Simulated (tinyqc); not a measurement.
# Programming of a floating-gate cell by Fowler-Nordheim tunnelling: effects of single changes

Per tunnel area the floating gate has Ctun = 3.9 eps0/tox to the channel (0 V) and Ccg to the control gate, Ct = Ctun/(1 - ag), no other coupling. With the threshold shift U = -Q/Ccg the field is F = ag (Vg - U)/tox, and dU/dt = J/Ccg. Fowler-Nordheim: J = A F^2 exp(-B/F), A = q^2/(16 pi^2 hbar mo phi) (times 1e14 for A/cm^2 with F in V/nm, emitter mass m0), B = (4/3) sqrt(mo/C) phi^1.5, C = hbar^2/(2 m0).

Inputs (values chosen for the exercise); oxide values close to those of silicon dioxide:
- phi = 3.14 eV (tunnel barrier)
- mo = 0.42 m0 (tunnelling mass)
- tox = 6.4 nm (tunnel oxide thickness)
- ag = 0.65 (coupling ratio Ccg/Ct)
- Vt0 = -1.8 V (threshold shift at the start)
- Vg = 9.7 V (control-gate voltage)

Constants: q = 1.602176634e-19 C, hbar = 1.054571817e-34 J s, m0 = 9.1093837015e-31 kg, eps0 = 8.8541878128e-14 F/cm where lengths are in cm, hbar^2/(2 m0) = 0.0380998212 eV nm^2. Results are converted to the units shown.

Each table varies one quantity; the others keep the values above.

## Programming by a staircase of pulses

Pulse i = 1, 2, ... has the height 8.2 V + (i - 1) 0.3 V and lasts 8.2 us; each starts from the U that the last one left. Exact: exp(B/F(t)) = exp(B/F(0)) + K t, K = A B ag/(Ccg tox), and U = Vg - tox F/ag.

Result of one run:
```
N	last pulse (V)	U (V)	gain of the last pulse (V)	F at its end (V/nm)
2	8.5000	-1.7179	0.054181	1.0378
```

What becomes of these results when the number of pulses N is changed from 2 to 18, all else the same?

Result of the changed run:
```
N	last pulse (V)	U (V)	gain of the last pulse (V)	F at its end (V/nm)
18	13.300	2.4669	0.29997	1.1002
```

The whole series:
```
N	last pulse (V)	U (V)	gain of the last pulse (V)	F at its end (V/nm)
1	8.2000	-1.7721	0.027877	1.0128
2	8.5000	-1.7179	0.054181	1.0378
3	8.8000	-1.6238	0.094163	1.0587
4	9.1000	-1.4798	0.14402	1.0745
6	9.7000	-1.0514	0.23445	1.0919
8	10.300	-0.50986	0.27927	1.0979
11	11.200	0.37016	0.29695	1.0999
14	12.100	1.2673	0.29957	1.1002
18	13.300	2.4669	0.29997	1.1002
```

The gain of a pulse rises from 0.0279 to 0.300 V and settles at the step of 0.3 V: the field at the end of a pulse becomes steady, 1.10 V/nm, so U follows the gate one to one whatever it started from. It is within 5 % of the step from pulse 11 on among the rows. In every row the field stays above 10 MV/cm, which wears the oxide.

## Threshold shift against time

Same model as above.

Threshold shift against time:
```
t (s)	F (V/nm)	J (A/cm^2)	U (V)	dU/dlog10 t (V)
1.8e-7	1.1660	0.10631	-1.7805	0.043972
1.1e-6	1.1569	0.088730	-1.6915	0.22428
7e-6	1.1211	0.042153	-1.3382	0.67805
4.4e-5	1.0534	0.0090821	-0.67234	0.91828
0.00027	0.98103	0.0014021	0.040648	0.86990
0.0017	0.91456	1.9650e-4	0.69508	0.76763
0.01	0.85818	2.9484e-5	1.2502	0.67753
0.065	0.80565	3.9994e-6	1.7674	0.59737
0.4	0.76046	5.7907e-7	2.2124	0.53227
```

U rises from -1.78 to 2.21 V, while J falls by 5.26 decades, at the end as t^(-1.06). Well past t0 = 4.94e-6 s the stored charge chokes the field and U gains only 0.532 V a decade.

## Effect of the coupling ratio

Same model as above.

After 0.0001 s.

Effect of the coupling ratio:
```
ag	F(0) (V/nm)	F (V/nm)	J (A/cm^2)	U (V)
0.42	0.7547	0.7547	4.451e-7	-1.800
0.47	0.8445	0.8443	1.778e-5	-1.796
0.52	0.9344	0.9297	3.146e-4	-1.742
0.57	1.024	0.9901	0.001799	-1.417
0.63	1.132	1.016	0.003585	-0.6230
0.68	1.222	1.025	0.004508	0.05183
0.73	1.312	1.033	0.005506	0.6431
0.78	1.402	1.042	0.006905	1.149
```

The starting field rises from 0.755 to 1.40 V/nm and U rises from -1.80 to 1.15 V. Between the last two rows 0.01 of coupling is worth 101 mV. In 3 of the 8 rows the starting field exceeds 12 MV/cm, where the oxide would wear out or break down quickly.

Range of the model: Programming fields of 10 MV/cm and more wear the oxide; trapping and the channel potential are ignored.

Numbers from tinyqc (`OMP_NUM_THREADS=1 python tinyqc.py 2130162 2130163 out.jsonl`; about 0.02 s on one thread of a shared Intel Xeon 2.30GHz).
